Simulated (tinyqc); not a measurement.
Luttinger-Kohn k.p, four valence bands, step by step. Computed by tinyqc, a small Python program that keeps every step. Settings: g1 = 10.59, g2 = 3.06, g3 = 3.76. Command: `OMP_NUM_THREADS=1 python tinyqc.py 21204 21205 out.jsonl` (the two numbers bound the seeds that draw the settings). One thread of a shared host (Intel(R) Xeon(R) Processor @ 2.60GHz), about 0.01 s of CPU time with the checks.

## Bloch Hamiltonian at k

Luttinger parameters chosen for this model; energies are counted downward from the top of the valence band:

| parameter | value | unit |
|---|---|---|
| g1 | 10.590000 |  |
| g2 | 3.060000 |  |
| g3 | 3.760000 |  |

k point k (1/angstrom): 0.006000  -0.016000  -0.043000

P = c g1 k^2, Q = c g2 (kx^2 + ky^2 - 2 kz^2), R = c sqrt3 [-g2 (kx^2 - ky^2) + 2i g3 kx ky], S = 2 c sqrt3 g3 (kx - i ky) kz, c = hbar^2/2m = 3.809982 eV angstrom^2; rows [P+Q, -S, R, 0], [-S*, P-Q, 0, R], [R*, 0, P-Q, S], [0, R*, S*, P+Q]. The path ends lie at |k| = 0.03 1/angstrom.

H(k) at k (eV), lower triangle (Hermitian):
```
                     3/2                 1/2                 -1/2      -3/2
3/2             0.046675
1/2   0.012803-0.034142i            0.126093
-1/2  0.004443+0.004764i            0.000000             0.126093
-3/2            0.000000  0.004443+0.004764i  -0.012803+0.034142i  0.046675
```

## Levels at k

Diagonalise the Hermitian matrix.

eigenvalues (eV): 0.032081  0.032081  0.140688  0.140688

## Bands along a path

The same steps at evenly spaced points between the labelled ones.

Bands along the path (eV):

| k | band 1 | band 2 | band 3 | band 4 |
|---|---|---|---|---|
| [111] | 0.010527 | 0.010527 | 0.062099 | 0.062099 |
| [111]-G 0.20 | 0.006737 | 0.006737 | 0.039743 | 0.039743 |
| [111]-G 0.40 | 0.003790 | 0.003790 | 0.022356 | 0.022356 |
| [111]-G 0.60 | 0.001684 | 0.001684 | 0.009936 | 0.009936 |
| [111]-G 0.80 | 0.000421 | 0.000421 | 0.002484 | 0.002484 |
| G | 0.000000 | 0.000000 | 0.000000 | 0.000000 |
| G-[100] 0.20 | 0.000613 | 0.000613 | 0.002292 | 0.002292 |
| G-[100] 0.40 | 0.002452 | 0.002452 | 0.009168 | 0.009168 |
| G-[100] 0.60 | 0.005518 | 0.005518 | 0.020627 | 0.020627 |
| G-[100] 0.80 | 0.009810 | 0.009810 | 0.036671 | 0.036671 |
| [100] | 0.015328 | 0.015328 | 0.057298 | 0.057298 |

## Hole masses

E = c [g1 k^2 -/+ 2 sqrt(g2^2 k^4 + 3 (g3^2 - g2^2)(kx^2 ky^2 + ky^2 kz^2 + kz^2 kx^2))] with c = hbar^2/2m, and m* = hbar^2 k^2 / (2 E).

Masses (electron masses):

| direction | heavy | light |
|---|---|---|
| [100] | 0.223714 | 0.059844 |
| [110] | 0.294601 | 0.056225 |
| [111] | 0.325733 | 0.055218 |
